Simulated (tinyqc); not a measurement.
Convergence with the mesh: Koster-Slater impurity in an sp3s* host.

sp3s* tight binding, nearest neighbours only: anion (a) at 0, cation (c) at a/4 (1,1,1), orbitals s, px, py, pz, s* on each; k in units of 2 pi/a. With phases e_j = exp(i (pi/2) k.n_j) for n = (1,1,1), (1,-1,-1), (-1,1,-1), (-1,-1,1): g0 = (e1+e2+e3+e4)/4, g1 = (e1+e2-e3-e4)/4, g2 = (e1-e2+e3-e4)/4, g3 = (e1-e2-e3+e4)/4. The diagonal holds the levels Esa, Epa, Exa (s*) and Esc, Epc, Exc. Anion-cation block: <sa|sc> = Vss g0; <sa|xc> = Vsapc g1; <xa|sc> = -Vscpa g1; <xa|xc> = Vxx g0; <xa|yc> = <ya|xc> = Vxy g3, <xa|zc> = <za|xc> = Vxy g2, <ya|zc> = <za|yc> = Vxy g1; <s*a|xc> = Vxapc g1; <xa|s*c> = -Vpaxc g1; y and z take g2 and g3 in place of g1; s-s* and s*-s* vanish.

A defect on an anion site (a) shifts the s level there by Vs or the three p levels by Vp and leaves the rest. A level in the gap solves 1/Vs = G_s(E) (symmetry A1) or 1/Vp = G_p(E) (T2, threefold), with G(E) = (1/N^3) sum over k and bands of w/(E - e), where w is the weight of the state on the s orbital of that site, or the mean weight on its px, py, pz. Mesh: k = f1 (-1,1,1) + f2 (1,-1,1) + f3 (1,1,-1), f = (j + 1/2)/N, j = 0 to N - 1. Energies from the top of the valence band at Gamma; the s* orbital of the site is left as it is. An infinite shift removes the s or p orbitals, the model of the ideal vacancy: G(E) = 0.

Inputs chosen for the exercise (out of a larger set: near a published set for InP; not measured data): p = (-8.583, 0.868, -1.473, 4.052, 8.272, 7.02, -5.321, 1.887, 4.213, 2.24, 5.539, 3.441, 4.459) eV (order Esa, Epa, Esc, Epc, Exa, Exc, Vss, Vxx, Vxy, Vsapc, Vscpa, Vxapc, Vpaxc); V = 14.7 eV (shift of the s level).

Eg (smallest gap of the host) = 1.38015 eV

The same level (G_s = 1/V) on meshes of growing size; a dash: no level from 0 to Eg.

Mesh:

| N | points | G_s(Eg/2) (1/eV) | level (eV) |
|---|---|---|---|
| 2 | 8 | 0.06288 | 0.5237 |
| 3 | 27 | 0.06411 | 0.5652 |
| 4 | 64 | 0.06428 | 0.5712 |
| 6 | 216 | 0.06427 | 0.5715 |
| 8 | 512 | 0.06426 | 0.5711 |

How do the results move, and what explains it?

Against N = 8, G at mid-gap is off by -0.00138 at N = 2 and +0.00002 1/eV at N = 6; the level moves by -0.4 meV from N = 6 to 8. Errors in G are magnified in the level by 1/|dG/dE|, and a level near a band edge needs the finest mesh, since the sum there is ruled by few points.

Computed by tinyqc, a small Python program: `OMP_NUM_THREADS=1 python tinyqc.py 1480354 1480355 out.jsonl` (the numbers bound the seed that draws the inputs); one thread of a shared host (Intel(R) Xeon(R) Processor @ 2.30GHz), about 0.09 s for the whole set of steps.
